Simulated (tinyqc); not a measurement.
Raising U: Hubbard chain of 6 sites, mean field against exact. Computed by the program tinyqc. Collinear unrestricted mean field (the lowest of 40 random starts) against exact diagonalisation.

one-body matrix (hopping and site energies) (eV):
```
,1,2,3,4,5,6
1,0.0000,-0.6500,0.0000,0.0000,0.0000,0.0000
2,-0.6500,0.0000,-0.6500,0.0000,0.0000,0.0000
3,0.0000,-0.6500,0.0000,-0.6500,0.0000,0.0000
4,0.0000,0.0000,-0.6500,0.0000,-0.6500,0.0000
5,0.0000,0.0000,0.0000,-0.6500,0.0000,-0.6500
6,0.0000,0.0000,0.0000,0.0000,-0.6500,0.0000
```

electrons, up and down: 3  3

Exact and mean-field results (eV):
```
U,U/t,E exact,E mean field,mean |n_up - n_down|,"double occupancy, exact",first gap in the sector
0.330,0.508,-4.07081,-4.04715,0.000,0.226,0.514
0.650,1.000,-3.65878,-3.56715,0.000,0.203,0.461
1.300,2.000,-2.95510,-2.63057,0.404,0.158,0.376
1.950,3.000,-2.41544,-1.97024,0.673,0.120,0.311
2.600,4.000,-2.01017,-1.54209,0.803,0.090,0.261
3.900,6.000,-1.47336,-1.05897,0.909,0.052,0.192
7.800,12.000,-0.79001,-0.53865,0.977,0.016,0.104
13.000,20.000,-0.48197,-0.32435,0.992,0.006,0.063
```

Estimate the missing row, U = 5.2.

Computed row:
```
U        U/t   E exact  E mean field  mean |n_up - n_down|  double occupancy, exact  first gap in the sector
5.200  8.000  -1.14926      -0.80227                 0.948                    0.033                    0.150
```

In absolute terms mean field is worst at U/t = 4.0, 0.468 eV too high: at small U it is nearly exact, and at large U it misses only exchange-scale energies. Its local moments set in at U/t = 2.0 of those listed, a broken symmetry that the exact state of a finite cluster with equal spins does not have. Relative to the exact energy its error is 0.6 % at the smallest U, 33 % at most and 33 % at the largest. The double occupancy falls from 0.226 to 0.006; at the largest U the first gap is 0.49 times the exchange scale 4t^2/U.
